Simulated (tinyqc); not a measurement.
Ways to converge the cycle: SCF convergence aids in the sto-6g basis, for H6, spin multiplicity 1. Computed by the program tinyqc with PySCF. RHF with one setting changed at a time; a run stops when the energy changes by less than 1e-09 hartree and the error matrix is below 1e-5. The start is random orbitals. Damping d keeps d of the old density; a shift (hartree) raises the virtual levels; DIIS n extrapolates F over n matrices.

Geometry (angstrom):
```
atom,x,y,z
H,0.0000,0.0000,0.0000
H,0.0000,0.0000,0.9030
H,0.0000,0.0000,2.2340
H,0.0000,0.0000,3.1370
H,0.0000,0.0000,4.4690
H,0.0000,0.0000,5.3720
```

lowest restricted solution found by these runs and by PySCF = -3.269094 hartree

Largest element of the error matrix X^T (FDS - SDF) X:
```
iteration,plain,damping 0.3,damping 0.6,shift 0.4,DIIS 3,DIIS 8
1,7.3e-01,7.3e-01,7.3e-01,7.3e-01,7.3e-01,7.3e-01
2,9.8e-02,1.4e-01,3.1e-01,3.4e-01,9.8e-02,9.8e-02
3,1.2e-02,4.8e-02,1.4e-01,1.2e-01,1.2e-02,1.2e-02
4,3.0e-03,1.6e-02,9.4e-02,4.2e-02,2.8e-03,2.8e-03
5,7.8e-04,7.6e-03,6.0e-02,1.7e-02,2.0e-04,2.1e-04
6,2.0e-04,3.8e-03,3.7e-02,6.9e-03,1.9e-05,9.2e-06
8,1.4e-05,9.3e-04,1.4e-02,1.5e-03,-,-
10,-,2.2e-04,5.5e-03,3.3e-04,-,-
14,-,1.2e-05,1.5e-03,1.7e-05,-,-
20,-,1.5e-07,1.9e-04,-,-,-
30,-,-,5.8e-06,-,-,-
```

How each run ends:
```
run,iterations,E (hartree),state
plain,9,-3.26909,lowest found
damping 0.3,20,-3.26909,lowest found
damping 0.6,43,-3.26909,lowest found
shift 0.4,16,-3.26909,lowest found
DIIS 3,7,-3.26909,lowest found
DIIS 8,7,-3.26909,lowest found
```

What does the comparison show, and why?

6 of 6 runs reach the lowest restricted solution found, in 7 to 43 iterations (fastest: DIIS 3, DIIS 8). Plain steps already contract here, so damping only slows them. DIIS 3 and DIIS 8 gain by cancelling the error over several earlier matrices, much as a quasi-Newton step does.
